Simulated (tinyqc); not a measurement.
Reflectance at normal incidence against thickness.

Normal incidence on air, film (n1) and substrate (N2 = n2 - i k2): r01 = (1 - n1)/(1 + n1), r12 = (n1 - N2)/(n1 + N2), amplitude (r01 + r12 X)/(1 + r01 r12 X), X = exp(-4 pi i n1 d/lam), R its squared modulus, phase from 0 to 360 degrees.

Values chosen for this exercise: wavelength lam = 800 nm; index of the transparent film n1 = 2.383; index of the substrate n2 = 3.692; extinction coefficient of the substrate k2 = 0.0065.

Reflectance at normal incidence against thickness:
```
d (nm)  R (%)  phase of the reflected amplitude (degrees)
0       32.92                                       179.9
21      29.83                                       168.1
42      21.12                                       157.2
64      9.534                                       153.4
85      4.514                                       182.6
106     10.65                                       207.2
128     22.31                                       201.7
149     30.47                                       190.6
170     32.88                                       178.7
```

What does the comparison show?

R goes from 32.9 through a minimum of 4.51 (at d = 85 nm among the rows listed) to 32.9 %. At a quarter wave, d = 83.9 nm, R = 4.49 %; for a transparent substrate it would vanish for n1 = sqrt(n2) = 1.92.

Program tinyqc, `OMP_NUM_THREADS=1 python tinyqc.py 2870210 2870211 out.jsonl`; Intel Xeon 2.30GHz, shared host, one thread, about 0.01 s.
